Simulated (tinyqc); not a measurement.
Global model of a low-pressure process discharge: electron temperature, density, ion flux and ion energy: one step, computed by the program tinyqc. Command: `OMP_NUM_THREADS=1 python tinyqc.py 3113923 3113924 out.jsonl plasma walk`. One thread of a shared host (Intel(R) Xeon(R) Processor @ 2.30GHz), about 0.01 s of CPU time with the checks.

Maxwellian electrons with temperature T_e in eV, one positive ion, no negative ions, uniform bulk density n; rate constants have the Arrhenius form.

Task: Biased electrode. All bias power goes to ions: V_b = P_b/(J pi r^2). Debye length at the sheath edge lambda_D = sqrt(eps_0 T_e/(e h_L n)); Child-law sheath s = (sqrt2/3) lambda_D (2 V/T_e)^(3/4), V = V_b + V_s; ion transit time tau_i = 3 s sqrt(M/(2 e V)); collisions in the sheath s/lambda_i.

Inputs (values chosen for the exercise, of the order of those of an inductive discharge in a simple atomic gas):

| quantity | value | unit |
|---|---|---|
| ion mass M | 32 | u |
| gas temperature T_g | 500 | K |
| radius R | 23 | cm |
| height L | 7.5 | cm |
| bias power P_b | 16 | W |
| radius of the biased electrode | 7.5 | cm |
| bias frequency | 27 | MHz |

ion current density J = 6.075634 mA/cm^2

T_e = 1.897780 eV

h_L = 0.1552024

plasma density n = 1.021420e+12 1/cm^3

wall potential V_s = 8.669094 V

ion mean free path = 0.1353577 cm

Constants: eps_0 = 8.8541878128e-12 F/m; e = 1.602176634e-19 C; u = 1.6605390666e-27 kg.

Give: bias voltage V_b; lambda_D; sheath width s; ion transit time; transit time over bias period; s/lambda_i.

Result:

bias voltage V_b = 14.90 V

lambda_D = 25.72 micrometre

sheath width s = 0.1349 mm

ion transit time = 33.95 ns

transit time over bias period = 0.9166

s/lambda_i = 0.09967

The sheath is nearly free of collisions. Caution: at so short an ion path the formulas for h_L and h_R give way to the ambipolar-diffusion limit.
